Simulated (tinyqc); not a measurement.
Conductance of a narrow metal strip with scatterers (square lattice, Green functions), step by step. Values are carried at full precision from step to step, so a last printed digit may differ when a step is redone from the rounded ones.

A strip of W sites across with hard walls, site energy 0 and hopping -t. Mode n = 1 to W has profile chi_n(j) = sqrt(2/(W + 1)) sin(n j pi/(W + 1)) and energy en = -2t cos(n pi/(W + 1)); E = en - 2t cos(kn a). With z_n = exp(i kn a) (Im k > 0 for closed modes, |z| < 1) each lead gives the self-energy -t z_n in mode n. One column carries the site energies v, here one foreign atom. In the mode basis V_nm = sum_j chi_n(j) v_j chi_m(j), G = (E - en + 2 t z_n - V)^-1, and t_nm = 2t sqrt(sin(kn a) sin(km a)) G_nm in size for open modes. T = sum |t_nm|^2, conductance (2e^2/h) T.

Constants: e^2/h = 3.874045865e-05 S.

Inputs chosen for the exercise (hopping and spacing of the size met in Cu or Al; the lattice is a model; the results hold for these values, not for the real material):
```
symbol  value            unit      meaning
t       1.66             eV        hopping
a       2.89             angstrom  spacing
W       4                          sites across
E       -3.82            eV        Fermi energy
v       (0, 0, -5.2, 0)  eV        site energies in the scattering column
```

## Modes at the Fermi energy

For each n: en, cos(kn a) = (en - E)/(2t), z_n and the velocity 2 t a sin(kn a) (zero if closed).

Modes:
```
n  en (eV)  cos(k a)                 z  dE/dk (eV angstrom)
1  -2.6859   0.34159  0.34159+0.93985i               9.0177
2  -1.0259   0.84159  0.84159+0.54012i               5.1824
3   1.0259   1.45962           0.39637               0.0000
4   2.6859   1.95962           0.27436               0.0000
```

2 of 4 modes are open, so the clean strip has a resistance of 6453 ohm, whatever its length.

## The scatterer in the mode basis

Form V_nm.

V (eV), rows n=1, n=2, n=3, n=4 and columns alike:
```
[[-1.8814, 1.1628, 1.1628, -1.8814],
 [1.1628, -0.7186, -0.7186, 1.1628],
 [1.1628, -0.7186, -0.7186, 1.1628],
 [-1.8814, 1.1628, 1.1628, -1.8814]]
```

A single site couples every mode that has amplitude on it.

## Green function and transmission

E - en + 2 t z_n = 2t (z_n - cos(kn a)). Invert, form |t_nm|^2 = (2t)^2 Im(z_n) Im(z_m) |G_nm|^2 and sum. The added resistance is 1/(2 (e^2/h) T) less the same for the clean strip.

G (1/eV), rows n=1, n=2, n=3, n=4 and columns alike:
```
[[0.0729-0.1614i, -0.0784-0.1711i, -0.0869+0.0398i, 0.0887-0.0407i],
 [-0.0784-0.1711i, 0.0844-0.3737i, 0.0935-0.0429i, -0.0954+0.0437i],
 [-0.0869+0.0398i, 0.0935-0.0429i, -0.3051-0.0475i, 0.0222+0.0485i],
 [0.0887-0.0407i, -0.0954+0.0437i, 0.0222+0.0485i, -0.2014-0.0495i]]
```

|t_nm|^2, rows n=1, n=2, n=3, n=4 and columns alike:
```
[[0.3054, 0.1982, 0, 0],
 [0.1982, 0.4719, 0, 0],
 [0, 0, 0, 0],
 [0, 0, 0, 0]]
```

T = 1.1737
added resistance = 4543 ohm

Mode 1 passes least (0.504) and mode 2 most (0.670); 33.8 % of the transmitted flux changes mode.

## Checks

- Transmitted plus reflected flux against the number of open modes: both 2.00000.

(tinyqc, `OMP_NUM_THREADS=1 python tinyqc.py 1482711 1482712 out.jsonl`, Intel(R) Xeon(R) Processor @ 2.30GHz, 1 thread, shared host, about 0.01 s.)
